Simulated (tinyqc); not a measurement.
Valley-orbit splitting of a donor ground state, with strain: one step, computed by the program tinyqc.

The basis is the 1s envelope in each valley; energies are counted from the unstrained conduction-band edge. The strain is e_s (a a^T - 1/3) for the unit stress axis a, so valley j along n_j moves by Xi_u e_s w_j with w_j = (n_j.a)^2 - 1/3: +2/3 for [111], -2/9 for the others.

Question. Levels and ground state under strain. Diagonalise H; the ground vector has positive components. The density at the nucleus, and so the contact hyperfine coupling, scales as (sum_j c_j)^2/(number of valleys), which is 1 without strain; the envelopes are held fixed.

Valleys: four along <111>. Stress axis: [111].

H (meV), lower triangle (symmetric):
```
          [111]  [1-1-1]  [-11-1]  [-1-11]
[111]    -13.92
[1-1-1]   -0.33    -9.44
[-11-1]   -0.33    -0.33    -9.44
[-1-11]   -0.33    -0.33    -0.33    -9.44
```

Give: levels; valley amplitudes of the ground state; hyperfine ratio A/A_0.

Answer.

levels (meV): -14.004  -10.016  -9.110  -9.110

valley amplitudes of the ground state: [111] 0.98945, [1-1-1] 0.08364, [-11-1] 0.08364, [-1-11] 0.08364

hyperfine ratio A/A_0 = 0.38464
